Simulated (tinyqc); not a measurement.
Inside a calculation. Model: ballistic transport through the one-dimensional subbands of a rectangular nanowire or nanosheet channel. Computed by tinyqc, a small Python program that keeps every step. Command: `OMP_NUM_THREADS=1 python tinyqc.py 3019657 3019658 out.jsonl wire walk`. One thread of a shared host (Intel(R) Xeon(R) Processor @ 2.30GHz), about 0.04 s of CPU time with the checks. Intermediate numbers are printed to about 7 digits and carried at full precision; extremes and crossings named in words are read from the listed rows.

Hard walls, parabolic subbands, transport along x. Energies are counted from the bulk conduction band edge at the top of the barrier, which the gate pulls down by U; the source Fermi level lies at the bulk edge when U = 0.

Inputs (values chosen for the exercise, modelled on silicon): light mass m_t = 0.19 m_0; heavy mass m_l = 0.9 m_0; height a = 3.4 nm; width b = 4.8 nm; equivalent oxide thickness t = 2.4 nm; gate voltage above flat band V_G = 1 V; drain voltage V_D = 0.05 V; temperature T = 300 K; mean free path for back-scattering lambda = 11 nm; channel length L = 76 nm.

Valleys: silicon [100] wire.

Constants: hbar^2/(2 m_0) = 3.80998212 eV angstrom^2; k_B = 8.617333262e-05 eV/K; m_0 = 9.1093837015e-31 kg; k_B = 1.380649e-23 J/K; hbar = 1.054571817e-34 J s; eps_0 = 8.8541878128e-12 F/m; e = 1.602176634e-19 C; h = 6.62607015e-34 J s.

## Subbands

E_pq = (hbar^2 pi^2/2)(p^2/(m_y b^2) + q^2/(m_z a^2)); valley pairs: (m_x, m_y, m_z) = (m_t, m_t, m_l), (m_t, m_l, m_t), (m_l, m_t, m_t), each with degeneracy g = 2; the 10 lowest subbands are kept.

Subbands:
```
valley axis  p  q   E (meV)  m_x (m_0)
z            1  1  122.0415       0.19
y            1  1  189.3371       0.19
z            1  2  230.4701       0.19
y            2  1  243.7396       0.19
x            1  1  257.1017       0.90
y            3  1  334.4105       0.19
z            2  1  379.7377       0.19
z            1  3  411.1843       0.19
y            4  1  461.3497       0.19
z            2  2  488.1662       0.19
```

The second subband lies 67.3 meV, or 2.60 k_B T, above the first; the lowest belongs to the valleys with the heavy mass across the height.

## Self-consistent barrier

F_j(eta) = (1/Gamma(j + 1)) int_0^infinity x^j/(1 + exp(x - eta)) dx, F_0 = ln(1 + exp(eta)). Integrals over x = E/(k_B T) use 160 Gauss-Legendre points in u = sqrt(x) from 0 to sqrt(max(eta, 0) + 32). With degeneracy g = 2, eta_i = (U - E_i)/(k_B T) and u = e V_D/(k_B T): line density n = sum_i g sqrt(2 m_x k_B T/pi)/(2 hbar) [F_-1/2(eta_i) + F_-1/2(eta_i - u)]; gate: e n = C_ox (V_G - U/e), C_ox = 3.9 eps_0 2 (a + b)/t (flat-plate estimate); I = (2 e k_B T/h) sum_i g [F_0(eta_i) - F_0(eta_i - u)].

C_ox = 235.9641 aF/micrometre

U = 212.6137 meV

Occupation:
```
subband      eta_i    n_i (1/nm)  I_i (microampere)
1          3.50349  6.699433e-01       7.109290e+00
2          0.90038  2.570385e-01       3.754153e+00
3         -0.69072  8.981997e-02       1.347349e+00
4         -1.20400  5.891450e-02       8.809569e-01
5         -1.72087  8.136238e-02       5.570713e-01
6         -4.71131  2.073367e-03       3.066106e-02
7         -6.46464  3.607775e-04       5.332914e-03
8         -7.68105  1.069692e-04       1.581089e-03
9         -9.62154  1.536830e-05       2.271503e-04
10       -10.65885  5.446783e-06       8.050565e-05
```

line density n = 1.159641 1/nm

ballistic current I = 13.68670 microampere

mean velocity I/(e n) = 0.7366566 1e7 cm/s

2 of the subbands lie below the source Fermi level; the lowest carries 52 % of the current with 58 % of the charge. The gate spends 21 % of V_G on moving the bands.

## Conductance, capacitance and scattering

Linear conductance G = (2 e^2/h) sum_i g f(eta_i), g = 2, f = 1/(1 + exp(-eta_i)), with the barrier frozen at the eta_i above; current per perimeter I/(2(a + b)); with scattering, transmission lambda/(lambda + L) and low-bias resistance (1 + L/lambda)/G.

open modes sum g f = 4.818459

ballistic conductance = 373.3386 microsiemens

current per perimeter = 834.5551 microampere/micrometre

transmission = 0.1264368

low-bias resistance with scattering = 21.18476 kiloohm

Even without scattering the wire has h/(2 e^2 M) = 2.68 kiloohm, which sits in the contacts.

## Gate sweep

Open modes are sum_i g/(1 + exp(-eta_i)). The last column is e dn/dV_G over C_ox, taken up to the next row.

Against the gate voltage:
```
V_G (V)    U (meV)      n (1/nm)  I (microampere)    open modes      C_g/C_ox
-0.180   -180.0015  2.170332e-06     3.189535e-05  1.861425e-05  7.302126e-04
-0.078    -78.0760  1.118649e-04     1.644009e-03  9.592908e-04  5.032810e-02
0.042      35.8847  9.006484e-03     1.325837e-01  7.633366e-02  4.756442e-01
0.170     103.0022  9.867246e-02     1.467074e+00  7.444364e-01  7.434045e-01
0.270     128.6618  2.081590e-01     3.078491e+00  1.377908e+00  8.222978e-01
0.400     151.7631  3.655964e-01     5.226594e+00  2.079720e+00  8.657890e-01
0.540     170.5526  5.441118e-01     7.375278e+00  2.749254e+00  8.929628e-01
0.700     187.6785  7.545327e-01     9.646572e+00  3.483732e+00  9.117099e-01
0.870     202.6879  9.827987e-01     1.195567e+01  4.248692e+00  9.267192e-01
1.100     219.5424  1.296713e+00     1.500188e+01  5.243745e+00             -
```

Between the first two rows the current rises one decade per 60 mV, against the limit ln(10) k_B T/e = 60 mV. Above threshold C_g/C_ox lies between 0.74 and 0.93: the quantum capacitance in series costs a visible part.

Checks made by the program: density of the lowest subband against a direct sum over k (relative difference 1e-09).
